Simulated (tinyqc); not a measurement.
Inside a calculation. Method: Luttinger-Kohn k.p, four valence bands. One step of it, computed by the program tinyqc.

Task: Hole masses. E = c [g1 k^2 -/+ 2 sqrt(g2^2 k^4 + 3 (g3^2 - g2^2)(kx^2 ky^2 + ky^2 kz^2 + kz^2 kx^2))] with c = hbar^2/2m, and m* = hbar^2 k^2 / (2 E).

Luttinger parameters chosen for this model; energies are counted downward from the top of the valence band:
```
parameter      value  unit
g1         14.730000
g2          5.650000
g3          6.920000
```

Give: Masses.

Result:

Masses (electron masses):
```
direction   heavy   light
[100]      0.2915  0.0384
[110]      0.6760  0.0357
[111]      1.1236  0.0350
```
